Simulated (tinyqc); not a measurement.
Band-to-band tunnelling in a uniform field: complex band structure along [001] in sp3s* tight binding.

For k = (0, 0, kz) the phase sums are g0 = cos(phi) and g3 = i sin(phi), phi = kz a/4, and the s, pz, s* orbitals of anion (a) and cation (c) decouple from px, py. With z = exp(i phi), H(z) = H0 + z T + T^T/z for any complex z. H0 is diagonal (Esa, Epa, Exa, Esc, Epc, Exc). The anion-cation block is B(z) = z U + W/z and the cation-anion block z W^T + U^T/z, where U has Vss/2 (s,s), Vsapc/2 (s,z), -Vscpa/2 (z,s), Vxx/2 (z,z), Vxapc/2 (s*,z), -Vpaxc/2 (z,s*), and W has the same values with the s-z and s*-z signs reversed. |z| = 1 is a band state, |z| < 1 decays along [001] as exp(-kappa d) over a distance d, kappa = -(4/a) ln|z|. No spin-orbit coupling.

Constants: hbar^2/2m0 = 3.80998211 eV angstrom^2.

Inputs chosen for the exercise (out of a larger set: near a published set for GaAs, fitted to gaps, whose masses and valley positions are rough (light masses up to twice too heavy); not measured data): p = (-8.3, 1.048, -2.629, 3.675, 8.514, 6.791, -6.503, 1.937, 5.132, 4.432, 5.781, 4.813, 4.768) eV (order Esa, Epa, Esc, Epc, Exa, Exc, Vss, Vxx, Vxy, Vsapc, Vscpa, Vxapc, Vpaxc); a = 5.658 angstrom (lattice constant).

Ev = 0.02115 eV
EG (direct gap) = 1.60865 eV

masses of this model, from the curvature at Gamma (m0): m_lh 0.09278, m_e 0.12520

WKB at zero transverse momentum: T = exp(-2 I/(eF)), I = integral of kappa dE across the direct gap (8 Gauss-Legendre points in theta, E = EG sin^2 theta, 0 to pi/2); 1 MV/cm = 0.01 V/angstrom. The two-band form gives I = (pi/8) sqrt(m/c) EG^(3/2) with m = 2 m_lh m_e/(m_lh + m_e).

Tunnelling:

| F (MV/cm) | path EG/eF (angstrom) | exponent 2I/eF | T, tight binding | T, two-band |
|---|---|---|---|---|
| 0.50 | 321.7 | 53.208 | 7.80e-24 | 5.26e-24 |
| 0.75 | 214.5 | 35.472 | 3.93e-16 | 3.02e-16 |
| 1.00 | 160.9 | 26.604 | 2.79e-12 | 2.29e-12 |
| 1.50 | 107.2 | 17.736 | 1.98e-08 | 1.74e-08 |
| 2.00 | 80.4 | 13.302 | 1.67e-06 | 1.51e-06 |
| 3.00 | 53.6 | 8.868 | 0.000141 | 0.000132 |
| 4.00 | 40.2 | 6.651 | 0.00129 | 0.00123 |

I, tight binding = 0.133020 eV/angstrom
I, two-band = 0.134007 eV/angstrom

The two-band integral is +0.74 % from the tight-binding one, which makes the two-band T 0.674 times the other at 0.5 MV/cm and 0.9519 times at 4 MV/cm. Doubling the field from 1 to 2 MV/cm halves the exponent and raises T by a factor 5.98e+05.

tinyqc: `OMP_NUM_THREADS=1 python tinyqc.py 1482007 1482008 out.jsonl`; about 0.01 s, one thread, shared Intel(R) Xeon(R) Processor @ 2.30GHz.
